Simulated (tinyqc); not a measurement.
From results back to parameters: Peierls distortion of a half-filled chain. Three cases, with inputs chosen for the exercise.

Problem. The gap 2D and the difference 4 u0 between long and short bonds are given; al and K are hidden. Equilibrium: 1 = (4 al^2/K) mean(sin^2 x/|E|).

Atoms move by +/- u, so bonds change by -/+ 2u and hoppings are t +/- 2 al u. Bands E = -/+ sqrt((2 t cos x)^2 + D^2 sin^2 x) with D = 4 al u, x = k a in (0, pi/2); the gap is 2D. Energy per atom at zero temperature: E(u) = -mean_x sqrt(...) + 2 K u^2; exactly, the mean is (4t/pi) E(1 - z^2), z = D/2t, E the complete elliptic integral of the second kind with parameter m. Coupling lambda = 2 al^2/(pi t K).

Case 1.

Values chosen: t = 2.36 eV (hopping of the even chain).
gap = 1.73123 eV
4 u0 = 0.151862 angstrom

Case 2.

Values chosen: t = 2.47 eV (hopping of the even chain).
gap = 2.18678 eV
4 u0 = 0.206300 angstrom

Case 3.

Values chosen: t = 1.96 eV (hopping of the even chain).
gap = 1.17525 eV
4 u0 = 0.097938 angstrom

Find: al; mean(sin^2 x/|E|); K.

Solution. gap = 8 al u0 = 2 al (4 u0) gives al; the mean follows from t and D, equal to (K(m) - E(m))/(pi t m) with m = 1 - z^2; then K = 4 al^2 mean.

Case 1.

al = 5.70 eV/angstrom
mean(sin^2 x/|E|) = 0.2870 1/eV
K = 37.3 eV/angstrom^2

Case 2.

al = 5.30 eV/angstrom
mean(sin^2 x/|E|) = 0.2519 1/eV
K = 28.3 eV/angstrom^2

Case 3.

al = 6.00 eV/angstrom
mean(sin^2 x/|E|) = 0.3764 1/eV
K = 54.2 eV/angstrom^2

Computed by tinyqc, one run a case: `OMP_NUM_THREADS=1 python tinyqc.py N N+1 out.jsonl` with N = 1681487, 1681529, 1681565; one thread of a shared Intel(R) Xeon(R) Processor @ 2.30GHz, about 0.1 s a run at most.
